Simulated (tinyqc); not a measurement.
What moves the results: static screening by free carriers. A value that a table varies takes the place of the one given here.

kF = (3 pi^2 n/Mv)^(1/3), EF = c kF^2/m with c = hbar^2/2m0, n in 1/angstrom^3 (1e-24 per 1/cm^3), e2 = e^2/(4 pi eps0). Thomas-Fermi: qTF^2 = 6 pi e2 n/(eps EF). Debye: qD^2 = 4 pi e2 n/(eps kB T).

F_j(eta) = (1/Gamma(j + 1)) integral_0^infinity x^j dx/(1 + exp(x - eta)), which tends to exp(eta) for eta << 0.

At finite T: qs^2 = qD^2 F_-1/2(eta)/F_1/2(eta), where n = Mv N F_1/2(eta) and N = 2 (m kB T/(4 pi c))^(3/2) with c = hbar^2/2m0, in 1/angstrom^3; times 1e24 for 1/cm^3.

Donor in the screened potential -(e2/eps) exp(-qs r)/r with the trial function exp(-r/a): E(a) = c/(m a^2) - (e2/eps) 4/(a (2 + qs a)^2), e2 = e^2/(4 pi eps0), c = hbar^2/2m0; isotropic mass.

Constants: hbar^2/2m0 = 3.80998211 eV angstrom^2; e^2/(4 pi eps0) = 14.39964547 eV angstrom; kB = 8.617333262e-05 eV/K; a0 (Bohr radius) = 0.5291772105 angstrom.

Inputs chosen for the exercise (near those of Si; the results hold for these values, not for the real material): m = 0.3105 m0 (mass of one isotropic valley); Mv = 6 (valleys); eps = 11.6 (background dielectric constant); T = 300 K; n = 1.5e+19 1/cm^3 (carrier density).

## Screening unbinds the donor

All carriers n are taken as free and screen with qs(T); E(a) is minimised over a; a dash marks no bound state. aB = a0 eps/m.

Donor level:

| n (1/cm^3) | n^(1/3) aB | qs aB | E (meV) | a/aB |
|---|---|---|---|---|
| 1.0e+15 | 0.020 | 0.015 | -30.44 | 1.000 |
| 8.0e+15 | 0.040 | 0.043 | -28.75 | 1.001 |
| 4.0e+16 | 0.068 | 0.097 | -25.72 | 1.006 |
| 1.0e+17 | 0.092 | 0.153 | -22.77 | 1.015 |
| 4.0e+17 | 0.146 | 0.306 | -15.90 | 1.056 |
| 9.0e+17 | 0.191 | 0.458 | -10.49 | 1.121 |
| 2.0e+18 | 0.249 | 0.678 | -4.70 | 1.281 |
| 6.0e+18 | 0.359 | 1.144 | - | - |

aB = 19.8 angstrom

The level rises from -30.44 meV at the lowest density to -4.70 meV at 2e+18 1/cm^3, against -31.40 meV unscreened. The trial function finds no bound state from 6e+18 1/cm^3 on, where qs aB = 1.14 and n^(1/3) aB = 0.36. This trial function loses binding at qs aB = 1 and the exact Yukawa problem at 1.19; the Mott rule of thumb is n^(1/3) aB = 0.26.

## From Debye to Thomas-Fermi

Screening lengths (angstrom):

| n (1/cm^3) | eta | Debye | Thomas-Fermi | finite T |
|---|---|---|---|---|
| 8.0e+16 | -5.78 | 143.9 | 18.78 | 144.0 |
| 5.0e+17 | -3.95 | 57.57 | 13.84 | 57.77 |
| 3.0e+18 | -2.12 | 23.50 | 10.27 | 23.98 |
| 1.0e+19 | -0.82 | 12.87 | 8.400 | 13.71 |
| 4.0e+19 | 0.96 | 6.437 | 6.667 | 7.938 |
| 1.0e+20 | 2.64 | 4.071 | 5.723 | 6.083 |
| 5.0e+20 | 8.57 | 1.821 | 4.376 | 4.402 |
| 2.0e+21 | 21.80 | 0.9103 | 3.473 | 3.476 |

Debye is within 5 % of the finite-T length up to 3e+18 1/cm^3 of the densities listed and Thomas-Fermi from 5e+20 on. The length goes as n^-0.50 at the low end and n^-0.17 at the high end, against the limits -1/2 and -1/6. Both limits give too short a length.

## What sets the screening length

All results formed anew. Each row changes one parameter from the base and keeps the others.

Results:

| case | Debye (angstrom) | Thomas-Fermi (angstrom) | finite T (angstrom) |
|---|---|---|---|
| base | 10.51 | 7.851 | 11.52 |
| n = 3e+19 1/cm^3 | 7.432 | 6.994 | 8.778 |
| m = 0.4037 m0 | 10.51 | 6.885 | 11.20 |
| eps = 13.92 | 11.51 | 8.600 | 12.62 |
| T = 360 K | 11.51 | 7.851 | 12.36 |
| Mv = 7 | 10.51 | 7.457 | 11.38 |

The largest shifts from the base row, up to three for each result and ties (the steps differ in size, so this ranks the rows, not the parameters). Debye (angstrom): n -3.08, eps +1.00, T +1.00; unchanged at the printed digits by m and Mv. Thomas-Fermi (angstrom): m -0.966, n -0.857, eps +0.749; unchanged at the printed digits by T. finite T (angstrom): n -2.74, eps +1.10, T +0.848.

Program tinyqc; command `OMP_NUM_THREADS=1 python tinyqc.py 1681833 1681834 out.jsonl`; about 0.01 s on one thread of a shared Intel(R) Xeon(R) Processor @ 2.30GHz.
